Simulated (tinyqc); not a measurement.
Ways to converge the cycle: SCF convergence aids in the sto-3g basis, for BeH2, spin multiplicity 1. Computed by the program tinyqc with PySCF. RHF with one setting changed at a time; a run stops when the energy changes by less than 1e-09 hartree and the error matrix is below 1e-5. The start is the Wolfsberg-Helmholz matrix. Damping d keeps d of the old density; a shift (hartree) raises the virtual levels; DIIS n extrapolates F over n matrices.

Geometry (angstrom):
```
atom       x        y       z
Be    0.0000   0.0000  0.0000
H     0.0000   1.3340  0.0220
H     0.0000  -1.3340  0.0220
```

lowest restricted solution found by these runs and by PySCF = -15.559792 hartree

Largest element of the error matrix X^T (FDS - SDF) X:
```
iteration    plain  damping 0.3  damping 0.6  shift 0.4   DIIS 3   DIIS 8
1          1.3e-01      1.3e-01      1.3e-01    1.3e-01  1.3e-01  1.3e-01
2          1.4e-02      4.7e-02      8.1e-02    3.4e-02  1.4e-02  1.4e-02
3          2.4e-03      1.7e-02      5.2e-02    1.2e-02  1.3e-03  1.3e-03
4          5.1e-04      6.7e-03      3.3e-02    4.0e-03  4.2e-05  4.2e-05
5          1.2e-04      2.8e-03      2.1e-02    1.4e-03  1.4e-05  4.2e-06
6          2.8e-05      1.2e-03      1.4e-02    5.3e-04  3.2e-07  1.5e-07
8          1.9e-06      2.2e-04      5.6e-03    8.5e-05        -        -
10               -      4.3e-05      2.4e-03    2.9e-05        -        -
14               -      1.9e-06      4.9e-04          -        -        -
20               -            -      4.7e-05          -        -        -
30               -            -      1.1e-06          -        -        -
```

How each run ends:
```
run          iterations  E (hartree)         state
plain                 8    -15.55979  lowest found
damping 0.3          16    -15.55979  lowest found
damping 0.6          33    -15.55979  lowest found
shift 0.4            13    -15.55979  lowest found
DIIS 3                6    -15.55979  lowest found
DIIS 8                6    -15.55979  lowest found
```

What does the comparison show, and why?

6 of 6 runs reach the lowest restricted solution found, in 6 to 33 iterations (fastest: DIIS 3, DIIS 8). Plain steps already contract here, so damping only slows them. DIIS 3 and DIIS 8 gain by cancelling the error over several earlier matrices, much as a quasi-Newton step does.
